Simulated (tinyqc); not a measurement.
Changing the zero-phonon energy E_ZPL: configuration-coordinate model of a defect: Huang-Rhys factor and luminescence line shape. Computed by tinyqc, a small Python program. Command: `OMP_NUM_THREADS=1 python tinyqc.py 3019307 3019308 out.jsonl ccline sweep`. One thread of a shared host (Intel(R) Xeon(R) Processor @ 2.30GHz), about 0.04 s of CPU time with the checks.

Ground state E_g(Q) = (1/2) omega_g^2 Q^2; excited state E_e(Q) = E_0 + (1/2) omega_e^2 (Q - dQ)^2 with E_0 = E_ZPL - (hbar omega_e - hbar omega_g)/2. Q is mass-weighted; the dipole does not depend on Q (Condon approximation).

Inputs (values chosen for the exercise, for a model defect):
```
quantity,value,unit
displacement dQ,0.969,u^(1/2) angstrom
ground-state phonon hbar omega_g,37.5,meV
excited-state phonon hbar omega_e,35.3,meV
temperature T,4,K
refractive index n_r,2.8,-
transition dipole mu,0.85,e angstrom
quenching prefactor nu_0,3e+12,1/s
```

Modes: different frequencies.

Constants: hbar^2/u = 4.18015928e-03 eV angstrom^2; hbar = 6.582119569e-16 eV s; e = 1.602176634e-19 C; eps_0 = 8.8541878128e-12 F/m; hbar = 1.054571817e-34 J s; c = 299792458 m/s; k_B = 8.617333262e-05 eV/K.

Method. S = hbar omega dQ^2/(2 hbar^2/u) for each state; relaxation energy S hbar omega; absorption at E_0 + S_e hbar omega_e, emission at E_0 - S_g hbar omega_g; the Stokes shift is their difference. The curves cross at the root Q_c nearest dQ; the barrier is (1/2) omega_e^2 (Q_c - dQ)^2, with (1/2) omega^2 = (hbar omega)^2/(2 hbar^2/u). k_r = n_r omega^3 mu^2/(3 pi eps_0 hbar c^3) at the vertical emission energy, without local-field correction; k_nr = nu_0 exp(-barrier/k_B T) (Mott-Seitz); yield = k_r/(k_r + k_nr); T_1/2 = barrier/(k_B ln(nu_0/k_r)).

One run for each value:
```
zero-phonon energy E_ZPL (eV),radiative lifetime (ns),classical barrier (eV),quenching temperature T_1/2 (K),vertical emission energy (eV)
0.483,3752.7,0.1339,95.7,0.3262
0.622,1293.7,0.2613,199.8,0.4652
0.760,593.4,0.4225,340.7,0.6032
0.898,319.8,0.6149,518.1,0.7412
1.040,189.0,0.8422,737.7,0.8832
1.170,125.2,1.0741,971.1,1.0132
1.310,84.9,1.3471,1255.8,1.1532
1.450,60.2,1.6423,1574.5,1.2932
```

What does the table show, and why?

Over the rows, radiative lifetime (ns) falls from 3750 to 60.2 (exponent d ln y / d ln x -4.2 between the first rows and -3.4 between the last); classical barrier (eV) rises from 0.134 to 1.64 (exponent d ln y / d ln x 2.6 between the first rows and 2.0 between the last); quenching temperature T_1/2 (K) rises from 95.7 to 1570 (exponent d ln y / d ln x 2.9 between the first rows and 2.2 between the last). A smaller transition energy lengthens the radiative lifetime through E^3 and lowers the barrier, both of which favour non-radiative decay.

Caution (rows 0.483): the barrier is below the relaxation energy of the excited state, so vertical excitation lands above the crossing and may bypass luminescence (Dexter-Klick-Russell rule). Caution (rows 0.483, 0.622, 0.760): the band is wide against its energy, so the E^3 factor left out of the moments shifts the observed peak up. Caution (rows 1.31, 1.45): the curves cross far outside the range of the harmonic model, so the barrier and T_1/2 have no quantitative meaning.

Extremes, crossings and ranges named in words are read from the listed rows.
